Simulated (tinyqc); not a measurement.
Model-solid line-up of a strained alloy layer on a substrate: sweeps and comparisons. A value that a table varies takes the place of the one given here.

All values of the alloy are linear in x but the gap, Eg(x) = (1 - x) Eg_A + x Eg_B - C x (1 - x), and the valence edge, Ev(x) = (1 - x) Ev_A + x Ev_B + fv C x (1 - x); Ec = Ev + Eg. Ev is the top of the unstrained valence band on a scale common to all materials. In the layer only the Gamma valley of the conduction band is followed, also where an X or L valley would lie lower.

Coherent growth on a (110) face: e_par = (a_s - a)/a, e_perp = -(C11 + 3 C12 - 2 C44)/(C11 + C12 + 2 C44) e_par; exx = eyy = (e_par + e_perp)/2, ezz = e_par, exy = (e_perp - e_par)/2, eyz = ezx = 0.

Strained edges: Ec + ac tr(e); the valence edges are Ev plus the levels of the 6 x 6 matrix of X, Y, Z times spin with -Dso/3 + l exx + m (eyy + ezz) on the diagonal (cyclic), n exy off it, l = av + 2 b, m = av - b, n = sqrt(3) d. Spin-orbit term (Dso/3) L.sigma on X, Y, Z with (L_k)_ij = -i epsilon_kij: <X+|H|Y+> = -i Dso/3, <X+|H|Z-> = Dso/3, <Y+|H|Z-> = -i Dso/3, <Z+|H|X-> = -Dso/3, <Z+|H|Y-> = i Dso/3, <X-|H|Y-> = i Dso/3, and their conjugates; + and - are the spin along z.

dEc = Ec(substrate) - Ec(layer), dEv = Ev(layer) - Ev(substrate); positive values confine the carrier in the layer. Type I: both of one sign; type II: opposite signs; type III: the gaps do not overlap.

Coherent growth: e_par = (a_s - a)/a. (001): e_perp = -2 (C12/C11) e_par; exx = eyy = e_par, ezz = e_perp, no shear. (111): e_perp = -(2 C11 + 4 C12 - 4 C44)/(C11 + 2 C12 + 4 C44) e_par; exx = eyy = ezz = (2 e_par + e_perp)/3 and exy = eyz = ezx = (e_perp - e_par)/3. (110): e_perp = -(C11 + 3 C12 - 2 C44)/(C11 + C12 + 2 C44) e_par; exx = eyy = (e_par + e_perp)/2, ezz = e_par, exy = (e_perp - e_par)/2, eyz = ezx = 0.

Inputs chosen for the exercise (A near GaP, B near GaAs, substrate near GaAs; the results hold for these values, not for the real material):
- a = (5.457, 5.658) angstrom (lattice constant of A, B)
- Eg = (2.885, 1.532) eV (gap at Gamma to the s-like level of A, B)
- Dso = (0.081, 0.338) eV (spin-orbit splitting of A, B)
- Ev = (-1.26, -0.81) eV (top of the unstrained valence band of A, B)
- ac = (-8.27, -7.2) eV (conduction deformation potential of A, B)
- av = (1.71, 1.17) eV (valence hydrostatic potential of A, B)
- b = (-1.62, -2.01) eV (tetragonal shear potential of A, B)
- d = (-4.54, -4.82) eV (trigonal shear potential of A, B)
- C11 = (142.2, 123.9) GPa (of A, B)
- C12 = (61.9, 56) GPa (of A, B)
- C44 = (71.1, 60.1) GPa (of A, B)
- C = 0.225 eV (bowing of the gap)
- fv = 0.2 (share of the bowing taken by the valence edge)
- a_s = 5.658 angstrom (substrate)
- Eg_s = 1.532 eV (lowest gap of the substrate)
- Ev_s = -0.81 eV (substrate valence edge)
- face = 110 (growth face)
- x = 0.69 (fraction of B)

## Composition against offsets

Each composition is strained to the same substrate.

Results:
```
x     e_par (%)  relaxed gap (eV)  strained gap (eV)  valence splitting (meV)  dEc (eV)  dEv (eV)  type
0.19       2.96             2.593              1.988                      287    -0.355    -0.101     I
0.30       2.55             2.432              1.925                      246    -0.300    -0.093     I
0.41       2.14             2.276              1.862                      203    -0.246    -0.084     I
0.52       1.73             2.125              1.800                      162    -0.195    -0.073     I
0.64       1.30             1.967              1.733                      118    -0.142    -0.059     I
0.75       0.90             1.828              1.671                       79    -0.096    -0.044     I
0.86       0.50             1.694              1.610                       43    -0.052    -0.026     I
0.97       0.11             1.566              1.549                        9    -0.011    -0.006     I
```

The layer stays under tension over this range. The strained gap runs from 1.988 to 1.549 eV, against 2.593 to 1.566 eV for the relaxed alloy: strain takes back part of the change that the composition makes. Strains above 2 % can be kept only in layers of a few nanometres. The line-up is type I throughout, with the layer as the barrier. Offsets below about 50 meV are within the spread of parameter sets, so those rows do not settle the type. Where the alloy is indirect its X or L edge, left out, lies lower and sets the real gap and dEc.

## The same layer on three faces

Composition and substrate are kept.

Results:
```
face   e_perp (%)  tr(e) (%)  shift of Ec (meV)  shift of Ev (meV)  valence splitting (meV)  gap (eV)
(001)      -0.994      1.233              -92.9               66.6                     89.9    1.7438
(111)      -0.527      1.700             -128.0               80.3                    102.4    1.6950
(110)      -0.623      1.604             -120.8               77.7                     99.8    1.7049
```

The layer yields most along the normal on (001) and least on (111), so the volume change, and with it the shift of Ec, is largest on (111). The valence splitting, set by b on (001), by d on (111) and by both on (110), is largest on (111). The gaps span 49 meV, from (111) to (001).

## What each parameter does

Strained gap, valence splitting and offsets. Each row changes one parameter from the base and keeps the others.

Results:
```
case                      gap (eV)  splitting (meV)  dEc (eV)  dEv (eV)
base                        1.7049             99.8   -0.1206   -0.0522
x = 0.67                    1.7160            106.8   -0.1291   -0.0549
a_s = 5.638 angstrom        1.7708             65.7   -0.1594   -0.0794
C = 0.325 eV                1.6835             99.8   -0.1035   -0.0479
fv = 0.4                    1.7049             99.8   -0.1303   -0.0426
Ev_s = -0.76 eV             1.7049             99.8   -0.0706   -0.1022
C12 = (71.185, 64.4) GPa    1.7086            104.3   -0.1261   -0.0504
Dso = (0.093, 0.389) eV     1.7061             98.6   -0.1206   -0.0535
av = (1.966, 1.346) eV      1.7016             99.8   -0.1206   -0.0490
```

The largest shifts from the base row, up to three for each result and ties (the steps differ in size, so this ranks the rows, not the parameters). gap (eV): a_s +0.0659, C -0.0214, x +0.0111; unchanged at the printed digits by fv and Ev_s. splitting (meV): a_s -34.1, x +7.1, C12 +4.6; unchanged at the printed digits by C, fv, Ev_s and av. dEc (eV): Ev_s +0.0500, a_s -0.0388, C +0.0171; unchanged at the printed digits by Dso and av. dEv (eV): Ev_s -0.0500, a_s -0.0272, fv +0.0096.

Program tinyqc; command `OMP_NUM_THREADS=1 python tinyqc.py 1050599 1050600 out.jsonl`; about 0.02 s on one thread of a shared Intel(R) Xeon(R) Processor @ 2.30GHz.
